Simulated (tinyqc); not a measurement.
Worked calculation: ballistic transport through the one-dimensional subbands of a rectangular nanowire or nanosheet channel. Computed by tinyqc, a small Python program that keeps every step. Command: `OMP_NUM_THREADS=1 python tinyqc.py 3015318 3015319 out.jsonl wire walk`. One thread of a shared host (Intel(R) Xeon(R) Processor @ 2.30GHz), about 0.02 s of CPU time with the checks. Intermediate numbers are printed to about 7 digits and carried at full precision; extremes and crossings named in words are read from the listed rows.

Hard walls, parabolic subbands, transport along x. Energies are counted from the bulk conduction band edge at the top of the barrier, which the gate pulls down by U; the source Fermi level lies at the bulk edge when U = 0.

Inputs (values chosen for the exercise, modelled on silicon):

| quantity | value | unit |
|---|---|---|
| light mass m_t | 0.19 | m_0 |
| heavy mass m_l | 0.907 | m_0 |
| height a | 4.8 | nm |
| width b | 5.5 | nm |
| equivalent oxide thickness t | 2.2 | nm |
| gate voltage above flat band V_G | 1.1 | V |
| drain voltage V_D | 0.01 | V |
| temperature T | 150 | K |
| mean free path for back-scattering lambda | 6.8 | nm |
| channel length L | 13 | nm |

Valleys: silicon [100] wire.

Constants: hbar^2/(2 m_0) = 3.80998212 eV angstrom^2; k_B = 8.617333262e-05 eV/K; m_0 = 9.1093837015e-31 kg; k_B = 1.380649e-23 J/K; hbar = 1.054571817e-34 J s; eps_0 = 8.8541878128e-12 F/m; e = 1.602176634e-19 C; h = 6.62607015e-34 J s.

## Subbands

E_pq = (hbar^2 pi^2/2)(p^2/(m_y b^2) + q^2/(m_z a^2)); valley pairs: (m_x, m_y, m_z) = (m_t, m_t, m_l), (m_t, m_l, m_t), (m_l, m_t, m_t), each with degeneracy g = 2; the 10 lowest subbands are kept.

Subbands:

| valley axis | p | q | E (meV) | m_x (m_0) |
|---|---|---|---|---|
| z | 1 | 1 | 83.4192 | 0.190 |
| y | 1 | 1 | 99.6040 | 0.190 |
| z | 1 | 2 | 137.4019 | 0.190 |
| y | 2 | 1 | 140.7201 | 0.190 |
| x | 1 | 1 | 151.3237 | 0.907 |
| y | 3 | 1 | 209.2468 | 0.190 |
| z | 1 | 3 | 227.3729 | 0.190 |
| z | 2 | 1 | 279.6942 | 0.190 |
| y | 4 | 1 | 305.1842 | 0.190 |
| z | 2 | 2 | 333.6768 | 0.190 |

The second subband lies 16.2 meV, or 1.25 k_B T, above the first; the lowest belongs to the valleys with the heavy mass across the height.

## Self-consistent barrier

F_j(eta) = (1/Gamma(j + 1)) int_0^infinity x^j/(1 + exp(x - eta)) dx, F_0 = ln(1 + exp(eta)). Integrals over x = E/(k_B T) use 160 Gauss-Legendre points in u = sqrt(x) from 0 to sqrt(max(eta, 0) + 32). With degeneracy g = 2, eta_i = (U - E_i)/(k_B T) and u = e V_D/(k_B T): line density n = sum_i g sqrt(2 m_x k_B T/pi)/(2 hbar) [F_-1/2(eta_i) + F_-1/2(eta_i - u)]; gate: e n = C_ox (V_G - U/e), C_ox = 3.9 eps_0 2 (a + b)/t (flat-plate estimate); I = (2 e k_B T/h) sum_i g [F_0(eta_i) - F_0(eta_i - u)].

C_ox = 323.3388 aF/micrometre

U = 148.1403 meV

Occupation:

| subband | eta_i | n_i (1/nm) | I_i (microampere) |
|---|---|---|---|
| 1 | 5.00705 | 6.777268e-01 | 1.534134e+00 |
| 2 | 3.75493 | 5.666508e-01 | 1.496839e+00 |
| 3 | 0.83076 | 2.261321e-01 | 9.420442e-01 |
| 4 | 0.57405 | 1.963917e-01 | 8.462535e-01 |
| 5 | -0.24628 | 2.517608e-01 | 5.400698e-01 |
| 6 | -4.72741 | 1.842837e-03 | 9.486860e-03 |
| 7 | -6.12971 | 4.551645e-04 | 2.345415e-03 |
| 8 | -10.17746 | 7.957856e-06 | 4.101861e-05 |
| 9 | -12.14946 | 1.107584e-06 | 5.709045e-06 |
| 10 | -14.35375 | 1.221992e-07 | 6.298770e-07 |

line density n = 1.920969 1/nm

ballistic current I = 5.371220 microampere

mean velocity I/(e n) = 0.1745188 1e7 cm/s

4 of the subbands lie below the source Fermi level; the lowest carries 29 % of the current with 35 % of the charge. The gate spends 13 % of V_G on moving the bands.

## Conductance, capacitance and scattering

Linear conductance G = (2 e^2/h) sum_i g f(eta_i), g = 2, f = 1/(1 + exp(-eta_i)), with the barrier frozen at the eta_i above; current per perimeter I/(2(a + b)); with scattering, transmission lambda/(lambda + L) and low-bias resistance (1 + L/lambda)/G.

open modes sum g f = 7.512859

ballistic conductance = 582.1032 microsiemens

current per perimeter = 260.7388 microampere/micrometre

transmission = 0.3434343

low-bias resistance with scattering = 5.002145 kiloohm

Even without scattering the wire has h/(2 e^2 M) = 1.72 kiloohm, which sits in the contacts.

## Gate sweep

Open modes are sum_i g/(1 + exp(-eta_i)). The last column is e dn/dV_G over C_ox, taken up to the next row.

Against the gate voltage:

| V_G (V) | U (meV) | n (1/nm) | I (microampere) | open modes | C_g/C_ox |
|---|---|---|---|---|---|
| -0.2200 | -220.0000 | 1.772071e-11 | 9.091424e-11 | 1.685206e-10 | 2.009997e-07 |
| -0.1200 | -120.0000 | 4.058192e-08 | 2.082013e-07 | 3.859262e-07 | 2.230644e-03 |
| 0.0034 | 3.1247 | 5.555518e-04 | 2.849513e-03 | 5.279580e-03 | 4.379233e-01 |
| 0.1300 | 74.2836 | 1.124425e-01 | 5.476880e-01 | 9.397109e-01 | 8.420971e-01 |
| 0.2300 | 90.0739 | 2.823880e-01 | 1.265257e+00 | 2.005756e+00 | 8.973280e-01 |
| 0.3600 | 103.4213 | 5.178073e-01 | 2.074399e+00 | 3.084702e+00 | 9.186231e-01 |
| 0.5000 | 114.8140 | 7.773524e-01 | 2.792900e+00 | 4.014672e+00 | 9.313045e-01 |
| 0.6600 | 125.8053 | 1.078070e+00 | 3.515848e+00 | 5.001273e+00 | 9.425821e-01 |
| 0.8300 | 135.5664 | 1.401452e+00 | 4.259368e+00 | 6.045548e+00 | 9.515872e-01 |
| 1.0000 | 143.7965 | 1.727923e+00 | 4.977017e+00 | 7.011436e+00 | - |

Between the first two rows the current rises one decade per 30 mV, against the limit ln(10) k_B T/e = 30 mV. Above threshold C_g/C_ox lies between 0.84 and 0.95: the quantum capacitance in series costs little, since heavy or many subbands hold the charge.

Checks made by the program: density of the lowest subband against a direct sum over k (relative difference 1e-09).
